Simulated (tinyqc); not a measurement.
From results back to parameters: smearing for a one-band metal on the fcc lattice. Three cases, with inputs chosen for the exercise.

Problem. With Gaussian smearing, f = erfc(x)/2, s = exp(-x^2)/(2 sqrt(pi)), x = (E_k - mu)/sigma and free energy F = E - sigma S, small widths give F(sigma) = E0 - D sigma^2/4, where D is the density of states at the Fermi level (both spins, per cell). F at two widths was computed from hidden E0 and D.

Case 1.

Values chosen: s1 = 0.119 eV; s2 = 0.238 eV.
F(s1) = -3.2141447 eV
F(s2) = -3.2244787 eV

Case 2.

Values chosen: s1 = 0.146 eV; s2 = 0.292 eV.
F(s1) = -3.7021389 eV
F(s2) = -3.7358554 eV

Case 3.

Values chosen: s1 = 0.146 eV; s2 = 0.292 eV.
F(s1) = -2.5605711 eV
F(s2) = -2.5982844 eV

Find: D; E0.

Solution. D = 4 (F(s1) - F(s2))/(s2^2 - s1^2); E0 = F(s1) + D s1^2/4.

Case 1.

D = 0.973 1/eV
E0 = -3.2107 eV

Case 2.

D = 2.109 1/eV
E0 = -3.6909 eV

Case 3.

D = 2.359 1/eV
E0 = -2.5480 eV

Computed by tinyqc, one run a case: `OMP_NUM_THREADS=1 python tinyqc.py N N+1 out.jsonl` with N = 1681485, 1681526, 1681587; one thread of a shared Intel(R) Xeon(R) Processor @ 2.30GHz, about 0.3 s a run at most.
